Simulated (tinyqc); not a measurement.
Inside a calculation. Method: RHF in the sto-6g basis, for H3+, spin multiplicity 1. One step of it, computed by the program tinyqc.

Problem. Iteration 2: building the Fock matrix. J_ij = sum D_kl (ij|kl), K_ij = sum D_kl (ik|jl); F = H + J - 0.5 K; E = tr D H + tr D J / 2 - 0.25 tr D K + E_nn.

D after iteration 1, lower triangle:
```
          1H 1s     2H 1s     3H 1s
1H 1s  0.760717
2H 1s  0.122752  0.019808
3H 1s  0.563887  0.090991  0.417986
```

core Hamiltonian H = T + V (hartree), lower triangle:
```
           1H 1s      2H 1s      3H 1s
1H 1s  -1.601131
2H 1s  -1.022017  -1.337118
3H 1s  -1.013959  -0.339640  -1.333631
```

Two-electron integrals (ij|kl) in chemists' order, unique and non-zero (hartree):
```
(11|11) 0.774999   (21|11) 0.363504   (21|21) 0.209416   (22|11) 0.515619
(22|21) 0.363504   (22|22) 0.774999   (31|11) 0.360099   (31|21) 0.158266
(31|22) 0.216943   (31|31) 0.205996   (32|11) 0.105067   (32|21) 0.054044
(32|22) 0.085854   (32|31) 0.053658   (32|32) 0.015996   (33|11) 0.513284
(33|21) 0.218080   (33|22) 0.297289   (33|31) 0.360099   (33|32) 0.085854
(33|33) 0.774999
```

nuclear repulsion = 1.48575233 hartree

Give: Coulomb J; exchange K; Fock matrix F; total energy of this density.

Solution.

Coulomb J (hartree), lower triangle:
```
        1H 1s   2H 1s   3H 1s
1H 1s  1.3288
2H 1s  0.6146  0.8814
3H 1s  0.7097  0.1942  1.1956
```

exchange K (hartree), lower triangle:
```
        1H 1s   2H 1s   3H 1s
1H 1s  1.2040
2H 1s  0.5683  0.3472
3H 1s  0.8882  0.3730  0.9159
```

Fock matrix F (hartree), lower triangle:
```
         1H 1s    2H 1s    3H 1s
1H 1s  -0.8743
2H 1s  -0.6916  -0.6293
3H 1s  -0.7484  -0.3319  -0.5960
```

total energy of this density = -1.143761 hartree
